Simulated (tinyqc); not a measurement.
From electron temperature T_e back to electron density n: decay of LO phonons and the hot-phonon bottleneck in the cooling of electrons. Computed by tinyqc, a small Python program. Command: `OMP_NUM_THREADS=1 python tinyqc.py 3006274 3006275 out.jsonl hotphonon inv`. One thread of a shared host (Intel(R) Xeon(R) Processor @ 2.30GHz), about 0.01 s of CPU time with the checks.

n(E, T) = 1/(exp(E/(k_B T)) - 1) is the Bose occupation. Electrons have a temperature T_e; the LO modes within their reach share one occupation N; the decay products stay at the lattice temperature.

Inputs (values chosen for the exercise, modelled on indium phosphide):
```
quantity                                             value    unit
LO energy hbar omega                                  44.2     meV
lifetime at T = 0, tau_0                               8.9      ps
weight b of the three-phonon channel                 0.033       -
lattice temperature T                                  300       K
electron mass m*                                    0.0817     m_0
eps_inf                                                9.7       -
static dielectric constant eps_s                      12.8       -
density of LO modes that the electrons reach, N_m  9.6e+18  1/cm^3
power supplied per electron P                         0.76      nW
```

Decay channel: two equal phonons plus a three-phonon channel.

Constants: k_B = 8.617333262e-05 eV/K; c = 299792458 m/s; e^2/(4 pi eps_0) = 14.39964548 eV angstrom; hbar^2/(2 m_0) = 3.80998212 eV angstrom^2; hbar = 6.582119569e-16 eV s; e = 1.602176634e-19 C.

Method:
- Decay rate 1/tau = (1/tau_0) [1 + 2 n_2 + b (1 + 3 n_3 + 3 n_3^2)]/(1 + b), n_2 = n(hbar omega/2), n_3 = n(hbar omega/3).
- Full width Gamma = 1/(2 pi c tau) in 1/cm, c in cm/s.
- Froehlich coupling alpha = (e^2/(4 pi eps_0)) (1/eps_inf - 1/eps_s) k_0/(2 hbar omega), k_0 = sqrt(m* hbar omega/(hbar^2/(2 m_0))); emission time tau_sp = hbar/(2 alpha hbar omega); bottleneck ratio r = (n/N_m) tau/tau_sp.
- Net emission per electron: [(N + 1) x - N]/tau_sp with x = exp(-hbar omega/(k_B T_e)), a simple two-level balance; steady state of the modes: n [(N + 1) x - N]/tau_sp = N_m (N - N_0)/tau; power per electron P = hbar omega [(N + 1) x - N]/tau_sp.
- With p = P tau_sp/(hbar omega): N = N_0 + r p and x = (p + N)/(N + 1); without hot phonons N = N_0. The mode temperature T_LO solves n(hbar omega, T_LO) = N.

Problem. A run gave the result below. Find the electron density n, known to lie between 2e+17 and 4.3e+17 1/cm^3.

electron temperature T_e = 310.5847 K

Solution.

Each step takes the trial c = (a f_b - b f_a)/(f_b - f_a), f being the result less the target and a, b, c the logarithms of the listed values; c replaces end b, the old b replaces a if the sign of f changed, and otherwise f_a is halved.

Scan of the range:
```
electron density n (1/cm^3)  electron temperature T_e (K)
2.00e+17                                          309.820
2.27e+17                                          310.457
2.58e+17                                          311.188
2.93e+17                                          312.012
3.33e+17                                          312.953
3.78e+17                                          314.010
4.30e+17                                          315.230
```

False position (Illinois rule, in the logarithm of the input) inside the bracket:
```
step        end a        end b        trial  electron temperature T_e (K)
1     2.27000e+17  2.58000e+17  2.32121e+17                       310.578
2     2.58000e+17  2.32121e+17  2.32386e+17                       310.584
3     2.58000e+17  2.32386e+17  2.32413e+17                       310.585
4     2.32386e+17  2.32413e+17  2.32400e+17                       310.585
```

Electron temperature T_e rises at every point of a 13-point scan of the range (every second point is shown), so one value fits; it is bracketed by 2.27e17 and 2.58e17. Answer: electron density n = 2.324e17 1/cm^3.
